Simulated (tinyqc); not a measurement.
Inside a calculation. Method: RKS/PBE0 in the sto-3g basis, for B+, spin multiplicity 1. Computed by tinyqc, a small Python program that keeps every step (integrals from PySCF). Settings: charge = 1, multiplicity = 1, basis = sto-3g, energy threshold = 1e-10, iteration cap = 86, orthogonalisation = symmetric, start = random, DIIS depth = 6, damping = 0.2, shift = 0.2, method = RKS, functional = pbe0, grid = [30, 26]. Command: `OMP_NUM_THREADS=1 python tinyqc.py 20719 20720 out.jsonl` (the two numbers bound the seeds that draw the settings). One thread of a shared host (Intel(R) Xeon(R) Processor @ 2.60GHz), about 0.2 s of CPU time with the checks. Later iterations appear only in the table of the cycle.

## One-electron integrals

Geometry (angstrom):
```
atom,x,y,z
B,0.0000,0.0000,0.0000
```

Basis sto-3g: exponents (1/bohr^2) and contraction coefficients of normalised primitives:
```
element,l (shell),exponent,coefficient
B,s (1),48.7911,0.1543
B,s (1),8.8874,0.5353
B,s (1),2.4053,0.4446
B,s (2),2.2370,-0.1000
B,s (2),0.5198,0.3995
B,s (2),0.1691,0.7001
B,p (3),2.2370,0.1559
B,p (3),0.5198,0.6077
B,p (3),0.1691,0.3920
```

Overlap, kinetic and nuclear-attraction integrals over the contracted functions; the nuclear repulsion is the sum of Za Zb / Rab.

nuclear repulsion = 0 hartree

overlap S, lower triangle:
```
,1B 1s,1B 2s,1B 2px,1B 2py,1B 2pz
1B 1s,1.0000
1B 2s,0.2693,1.0000
1B 2px,0.0000,0.0000,1.0000
1B 2py,0.0000,0.0000,0.0000,1.0000
1B 2pz,0.0000,0.0000,0.0000,0.0000,1.0000
```

kinetic energy T (hartree), lower triangle:
```
,1B 1s,1B 2s,1B 2px,1B 2py,1B 2pz
1B 1s,10.8263
1B 2s,-0.0480,0.3592
1B 2px,0.0000,0.0000,1.1239
1B 2py,0.0000,0.0000,0.0000,1.1239
1B 2pz,0.0000,0.0000,0.0000,0.0000,1.1239
```

nuclear attraction V (hartree), lower triangle:
```
,1B 1s,1B 2s,1B 2px,1B 2py,1B 2pz
1B 1s,-23.1474
1B 2s,-3.1394,-3.7716
1B 2px,0.0000,0.0000,-3.7414
1B 2py,0.0000,0.0000,0.0000,-3.7414
1B 2pz,0.0000,0.0000,0.0000,0.0000,-3.7414
```

core Hamiltonian H = T + V (hartree), lower triangle:
```
,1B 1s,1B 2s,1B 2px,1B 2py,1B 2pz
1B 1s,-12.3211
1B 2s,-3.1873,-3.4125
1B 2px,0.0000,0.0000,-2.6176
1B 2py,0.0000,0.0000,0.0000,-2.6176
1B 2pz,0.0000,0.0000,0.0000,0.0000,-2.6176
```

## Two-electron integrals

Functions are numbered as in S; the eight-fold symmetry (ij|kl) = (ji|kl) = (kl|ij) leaves the list below.

Two-electron integrals (ij|kl) in chemists' order, unique and non-zero (hartree):
```
i,j,k,l,(ij|kl)
1,1,1,1,2.9235
2,1,1,1,0.5184
2,1,2,1,0.1093
2,2,1,1,0.7442
2,2,2,1,0.1932
2,2,2,2,0.5448
3,1,3,1,0.0203
3,2,3,1,0.0300
3,2,3,2,0.1203
3,3,1,1,0.7425
3,3,2,1,0.1932
3,3,2,2,0.5447
3,3,3,3,0.5868
4,1,4,1,0.0203
4,2,4,1,0.0300
4,2,4,2,0.1203
4,3,4,3,0.0316
4,4,1,1,0.7425
4,4,2,1,0.1932
4,4,2,2,0.5447
4,4,3,3,0.5235
4,4,4,4,0.5868
5,1,5,1,0.0203
5,2,5,1,0.0300
5,2,5,2,0.1203
5,3,5,3,0.0316
5,4,5,4,0.0316
5,5,1,1,0.7425
5,5,2,1,0.1932
5,5,2,2,0.5447
5,5,3,3,0.5235
5,5,4,4,0.5235
5,5,5,5,0.5868
```

## Orthogonalisation

S = U s U^T; symmetric (Loewdin) form X = U s^(-1/2) U^T, so that X^T S X = 1.

eigenvalues of S: 0.7307  1.0000  1.0000  1.0000  1.2693

X, lower triangle:
```
,1B 1s,1B 2s,1B 2px,1B 2py,1B 2pz
1B 1s,1.0287
1B 2s,-0.1411,1.0287
1B 2px,0.0000,0.0000,1.0000
1B 2py,0.0000,0.0000,0.0000,1.0000
1B 2pz,0.0000,0.0000,0.0000,0.0000,1.0000
```

## Starting guess

The start is random orthonormal orbitals; D = 2 C_occ C_occ^T.

D at the start, lower triangle:
```
,1B 1s,1B 2s,1B 2px,1B 2py,1B 2pz
1B 1s,0.7452
1B 2s,0.4031,0.2184
1B 2px,-0.7373,-0.4029,0.7835
1B 2py,0.2589,0.1290,-0.1070,0.5004
1B 2pz,-0.0131,0.0144,-0.2755,-0.7983,1.5353
```

## Iteration 1: exchange-correlation on the grid

Becke grid with 30 radial and 26 angular points per atom, points of zero weight dropped. rho = sum D_ij phi_i phi_j; V_xc,ij = sum w v_xc phi_i phi_j plus the gradient terms; v_xc is d(rho eps)/d rho at fixed gradient. Exact exchange is left to K.

The 16 grid points with the largest w rho, of 780 (bohr, atomic units):
```
x,y,z,w,rho,|grad rho|^2,eps_xc,v_xc
0.0000,0.0000,1.7499,0.6089,0.0652,0.0154,-0.2741,-0.3406
0.0000,0.0000,-1.7499,0.6089,0.0639,0.0148,-0.2725,-0.3383
0.0000,0.0000,1.4395,0.3586,0.1082,0.0327,-0.3170,-0.4063
0.0000,1.2374,-1.2374,0.4871,0.0796,0.0211,-0.2900,-0.3653
0.0000,0.0000,-1.4395,0.3586,0.1061,0.0315,-0.3151,-0.4036
0.0000,1.0179,-1.0179,0.2869,0.1325,0.0417,-0.3365,-0.4349
-1.2374,0.0000,1.2374,0.4871,0.0741,0.0186,-0.2841,-0.3565
-1.0179,0.0000,1.0179,0.2869,0.1245,0.0395,-0.3304,-0.4258
0.0000,-1.2374,1.2374,0.4871,0.0721,0.0177,-0.2819,-0.3534
0.0000,-1.0179,1.0179,0.2869,0.1191,0.0341,-0.3259,-0.4205
0.0000,0.0000,1.1703,0.2049,0.1592,0.0722,-0.3559,-0.4587
-1.4395,0.0000,0.0000,0.3586,0.0902,0.0230,-0.3003,-0.3832
0.0000,0.0000,2.1056,1.0079,0.0321,0.0051,-0.2271,-0.2613
0.0000,0.8275,-0.8275,0.1639,0.1965,0.0884,-0.3790,-0.4923
-1.7499,0.0000,0.0000,0.6089,0.0528,0.0097,-0.2576,-0.3185
0.0000,0.0000,-1.1703,0.2049,0.1563,0.0709,-0.3540,-0.4558
```

electrons on the grid, sum of w rho = 4.0000

E_xc = sum of w rho eps_xc = -1.643335 hartree

V_xc (hartree), lower triangle:
```
,1B 1s,1B 2s,1B 2px,1B 2py,1B 2pz
1B 1s,-1.1153
1B 2s,-0.1831,-0.3178
1B 2px,0.0214,0.0407,-0.3103
1B 2py,-0.0072,-0.0130,0.0061,-0.2948
1B 2pz,0.0002,0.0000,0.0133,0.0376,-0.3432
```

## Iteration 1: building the Kohn-Sham matrix

J_ij = sum D_kl (ij|kl), K_ij = sum D_kl (ik|jl); F = H + J - 0.125 K + V_xc; E = tr D H + tr D J / 2 - 0.0625 tr D K + E_xc + E_nn.

Coulomb J (hartree), lower triangle:
```
,1B 1s,1B 2s,1B 2px,1B 2py,1B 2pz
1B 1s,4.8524
1B 2s,1.0614,2.3649
1B 2px,-0.0540,-0.1412,2.3536
1B 2py,0.0182,0.0466,-0.0068,2.3356
1B 2pz,0.0003,0.0027,-0.0174,-0.0505,2.4011
```

exchange K (hartree), lower triangle:
```
,1B 1s,1B 2s,1B 2px,1B 2py,1B 2pz
1B 1s,2.6776
1B 2s,0.8571,0.6954
1B 2px,-0.6523,-0.4325,0.5897
1B 2py,0.2263,0.1436,-0.0594,0.4325
1B 2pz,-0.0068,0.0066,-0.1529,-0.4432,1.0071
```

Kohn-Sham matrix F (hartree), lower triangle:
```
,1B 1s,1B 2s,1B 2px,1B 2py,1B 2pz
1B 1s,-8.9187
1B 2s,-2.4162,-1.4522
1B 2px,0.0489,-0.0465,-0.6480
1B 2py,-0.0173,0.0156,0.0067,-0.6308
1B 2pz,0.0014,0.0019,0.0149,0.0425,-0.6856
```

total energy of this density = -15.981023 hartree

This density is the starting one.

## Iteration 1: diagonalisation and new density

A level shift of 0.2 hartree raises the virtual space: F + shift (S - S D(s) S), with D(s) the density of one spin (D/2). Diagonalise F' = X^T F X, C = X C', fill 2 alpha and 2 beta electrons from the bottom; D = 2 C_occ C_occ^T; the new density keeps 0.2 of the old one (damping). Each column has its largest component positive (the first on a tie).

F' = X^T F X (hartree), lower triangle:
```
,1,2,3,4,5
1,-8.6503
2,-1.1527,-0.8466
3,0.1354,-0.0048,-0.5264
4,-0.0474,0.0022,0.0174,-0.4808
5,0.0023,0.0005,0.0425,0.1223,-0.6391
```

orbital energies (hartree): MO1 -8.8194, MO2 -0.7103, MO3 -0.6841, MO4 -0.5256, MO5 -0.4036

coefficients C:
```
,MO1,MO2,MO3,MO4,MO5
1B 1s,0.9978,-0.0004,-0.2802,0.0639,-0.0006
1B 2s,0.0075,0.0025,1.0243,-0.1704,0.0024
1B 2px,-0.0161,-0.1591,0.1550,0.9325,0.2843
1B 2py,0.0056,-0.4550,-0.0543,-0.3211,0.8288
1B 2pz,-0.0003,0.8762,-0.0028,0.0030,0.4820
```

D after iteration 1, lower triangle:
```
,1B 1s,1B 2s,1B 2px,1B 2py,1B 2pz
1B 1s,1.7420
1B 2s,0.0926,0.0438
1B 2px,-0.1730,-0.0814,0.1976
1B 2py,0.0611,0.0240,0.0943,0.4313
1B 2pz,-0.0037,0.0064,-0.2781,-0.7975,1.5354
```

## Iteration 2: exchange-correlation on the grid

As before.

The 16 grid points with the largest w rho, of 780 (bohr, atomic units):
```
x,y,z,w,rho,|grad rho|^2,eps_xc,v_xc
0.0000,0.0000,1.7499,0.6089,0.0626,0.0141,-0.2707,-0.3361
0.0000,0.0000,-1.7499,0.6089,0.0620,0.0138,-0.2700,-0.3351
0.0000,0.0000,1.4395,0.3586,0.1033,0.0289,-0.3126,-0.4007
0.0000,0.0000,-1.4395,0.3586,0.1023,0.0284,-0.3117,-0.3995
0.0000,1.2374,-1.2374,0.4871,0.0727,0.0177,-0.2825,-0.3546
0.0000,-1.2374,1.2374,0.4871,0.0716,0.0173,-0.2812,-0.3526
0.0000,1.0179,-1.0179,0.2869,0.1201,0.0338,-0.3267,-0.4220
0.0000,-1.0179,1.0179,0.2869,0.1180,0.0329,-0.3250,-0.4195
0.0000,0.0000,2.1056,1.0079,0.0308,0.0047,-0.2247,-0.2576
0.0000,0.0000,1.1703,0.2049,0.1504,0.0619,-0.3499,-0.4511
0.0000,0.0000,-2.1056,1.0079,0.0305,0.0046,-0.2241,-0.2568
0.0000,0.0000,-1.1703,0.2049,0.1491,0.0612,-0.3489,-0.4498
0.0000,1.4889,-1.4889,0.8064,0.0358,0.0061,-0.2336,-0.2721
0.0000,0.8275,-0.8275,0.1639,0.1753,0.0673,-0.3661,-0.4754
0.0000,-1.4889,1.4889,0.8064,0.0352,0.0060,-0.2327,-0.2705
0.0000,-0.8275,0.8275,0.1639,0.1712,0.0645,-0.3634,-0.4719
```

electrons on the grid, sum of w rho = 4.0000

E_xc = sum of w rho eps_xc = -2.492469 hartree

V_xc (hartree), lower triangle:
```
,1B 1s,1B 2s,1B 2px,1B 2py,1B 2pz
1B 1s,-1.3686
1B 2s,-0.2080,-0.2911
1B 2px,0.0042,0.0102,-0.2637
1B 2py,-0.0014,-0.0026,-0.0035,-0.2735
1B 2pz,0.0000,0.0003,0.0148,0.0405,-0.3299
```

## Iteration 2: building the Kohn-Sham matrix

As before.

Coulomb J (hartree), lower triangle:
```
,1B 1s,1B 2s,1B 2px,1B 2py,1B 2pz
1B 1s,6.8284
1B 2s,1.3500,2.5350
1B 2px,-0.0119,-0.0300,2.4986
1B 2py,0.0039,0.0095,0.0060,2.5134
1B 2pz,0.0002,0.0013,-0.0176,-0.0504,2.5833
```

exchange K (hartree), lower triangle:
```
,1B 1s,1B 2s,1B 2px,1B 2py,1B 2pz
1B 1s,5.2375
1B 2s,1.0554,0.5104
1B 2px,-0.1501,-0.0928,0.2243
1B 2py,0.0520,0.0296,0.0523,0.3540
1B 2pz,-0.0014,0.0034,-0.1544,-0.4427,0.9669
```

Kohn-Sham matrix F (hartree), lower triangle:
```
,1B 1s,1B 2s,1B 2px,1B 2py,1B 2pz
1B 1s,-7.5159
1B 2s,-2.1773,-1.2324
1B 2px,0.0110,-0.0082,-0.4106
1B 2py,-0.0039,0.0032,-0.0041,-0.4219
1B 2pz,0.0004,0.0012,0.0165,0.0454,-0.4850
```

total energy of this density = -22.154022 hartree

This density is a damped mixture and is not idempotent.

## Iteration 2: DIIS over 2 matrices

error matrix X^T (FDS - SDF) X:
```
,1,2,3,4,5
1,0.0000,-0.4146,1.3617,-0.4713,0.0126
2,0.4146,0.0000,0.2343,-0.0814,0.0027
3,-1.3617,-0.2343,0.0000,-0.0003,0.0004
4,0.4713,0.0814,0.0003,0.0000,-0.0006
5,-0.0126,-0.0027,-0.0004,0.0006,0.0000
```

B (overlaps of the stored error matrices):
```
,1,2
1,1.3709820e+02,2.4747145e+01
2,2.4747145e+01,4.6196377e+00
```

Minimise |sum c_i e_i|^2 with sum c_i = 1: solve [B -1; -1 0][c; lambda] = [0; -1] with B_ij = tr e_i^T e_j, and take F = sum c_i F_i.

DIIS coefficients: -0.2182  1.2182

extrapolated F (hartree), lower triangle:
```
,1B 1s,1B 2s,1B 2px,1B 2py,1B 2pz
1B 1s,-7.2098
1B 2s,-2.1252,-1.1844
1B 2px,0.0028,0.0001,-0.3588
1B 2py,-0.0010,0.0004,-0.0065,-0.3764
1B 2pz,0.0002,0.0011,0.0168,0.0460,-0.4413
```

## Iteration 2: diagonalisation and new density

As before.

F' = X^T F X (hartree), lower triangle:
```
,1,2,3,4,5
1,-7.0101
2,-1.1059,-0.5900
3,0.0211,0.0102,-0.1786
4,-0.0075,-0.0026,-0.0159,-0.2195
5,0.0004,0.0005,0.0446,0.1258,-0.3948
```

orbital energies (hartree): MO1 -7.1953, MO2 -0.4681, MO3 -0.4050, MO4 -0.1729, MO5 -0.1517

coefficients C:
```
,MO1,MO2,MO3,MO4,MO5
1B 1s,0.9913,-0.0003,-0.3091,-0.0054,-0.0013
1B 2s,0.0307,0.0013,1.0375,0.0295,0.0048
1B 2px,-0.0032,-0.1600,-0.0278,0.9353,0.3145
1B 2py,0.0011,-0.4538,0.0068,-0.3526,0.8183
1B 2pz,-0.0001,0.8766,-0.0030,-0.0118,0.4811
```

D after iteration 2, lower triangle:
```
,1B 1s,1B 2s,1B 2px,1B 2py,1B 2pz
1B 1s,1.9207
1B 2s,0.0672,0.0103
1B 2px,-0.0396,-0.0168,0.0805
1B 2py,0.0142,0.0039,0.1351,0.4158
1B 2pz,-0.0013,0.0031,-0.2801,-0.7960,1.5366
```

## Iteration 37 (converged): orbitals

converged F (hartree), lower triangle:
```
,1B 1s,1B 2s,1B 2px,1B 2py,1B 2pz
1B 1s,-7.1767
1B 2s,-2.1189,-1.3089
1B 2px,0.0000,0.0000,-0.4003
1B 2py,0.0000,0.0000,0.0000,-0.4003
1B 2pz,0.0000,0.0000,0.0000,0.0000,-0.4003
```

Diagonalise F' = X^T F X, C = X C', fill 2 alpha and 2 beta electrons from the bottom; D = 2 C_occ C_occ^T. Each column has its largest component positive (the first on a tie).

F' = X^T F X (hartree), lower triangle:
```
,1,2,3,4,5
1,-7.0058
2,-1.0526,-0.9128
3,0.0000,0.0000,-0.4003
4,0.0000,0.0000,0.0000,-0.4003
5,0.0000,0.0000,0.0000,0.0000,-0.4003
```

orbital energies (hartree): MO1 -7.1825, MO2 -0.7361, MO3 -0.4003, MO4 -0.4003, MO5 -0.4003

coefficients C:
```
,MO1,MO2,MO3,MO4,MO5
1B 1s,0.9912,-0.3095,0.0000,0.0000,0.0000
1B 2s,0.0311,1.0379,0.0000,0.0000,0.0000
1B 2px,0.0000,0.0000,-0.1434,0.2994,0.9433
1B 2py,0.0000,0.0000,-0.4346,0.8372,-0.3319
1B 2pz,0.0000,0.0000,0.8891,0.4576,-0.0101
```

D after iteration 37, lower triangle:
```
,1B 1s,1B 2s,1B 2px,1B 2py,1B 2pz
1B 1s,2.1564
1B 2s,-0.5808,2.1564
1B 2px,0.0000,0.0000,0.0000
1B 2py,0.0000,0.0000,0.0000,0.0000
1B 2pz,0.0000,0.0000,0.0000,0.0000,0.0000
```

Within a degenerate level the vectors are fixed only up to a rotation; this is one choice.

## Convergence

Stop when the energy changes by less than 1e-10 hartree and every element of the error matrix X^T (F D S - S D F) X is below 3e-06.

Course of the cycle:
```
iteration,E (hartree),change,largest element of the error matrix
1,-15.981023,-,6.95e+00
2,-22.154022,-6.17e+00,1.36e+00
3,-23.270092,-1.12e+00,2.97e-01
4,-23.488800,-2.19e-01,6.57e-02
5,-23.532371,-4.36e-02,1.46e-02
6,-23.541078,-8.71e-03,3.29e-03
7,-23.542813,-1.74e-03,2.40e-03
8,-23.543117,-3.04e-04,5.74e-03
9,-23.543038,7.89e-05,5.42e-03
10,-23.542768,2.70e-04,3.37e-03
11,-23.542610,1.59e-04,3.62e-03
12,-23.542711,-1.02e-04,4.45e-03
13,-23.545846,-3.14e-03,2.29e-02
14,-23.597618,-5.18e-02,1.33e-01
...,...,...,...
24,-24.008215,-9.63e-04,1.33e-02
25,-24.008471,-2.57e-04,6.57e-03
26,-24.008538,-6.71e-05,3.27e-03
27,-24.008556,-1.74e-05,1.63e-03
28,-24.008560,-4.45e-06,8.11e-04
29,-24.008561,-1.13e-06,4.04e-04
30,-24.008562,-2.87e-07,2.01e-04
31,-24.008562,-7.25e-08,1.00e-04
32,-24.008562,-1.82e-08,5.01e-05
33,-24.008562,-4.58e-09,2.50e-05
34,-24.008562,-1.15e-09,1.24e-05
35,-24.008562,-2.87e-10,6.21e-06
36,-24.008562,-7.16e-11,3.09e-06
37,-24.008562,-1.79e-11,1.54e-06
```

PySCF RKS in the same basis, fine grid = -24.008627 hartree

Converged in 37 iterations. The coarse grid moves the energy by +6.52e-05 hartree.

## Populations

Mulliken: Z minus the diagonal of D S on the atom; Loewdin: the same with S^(1/2) D S^(1/2).

Charges (e):
```
atom,Mulliken,Loewdin
1B,1.0000,1.0000
```
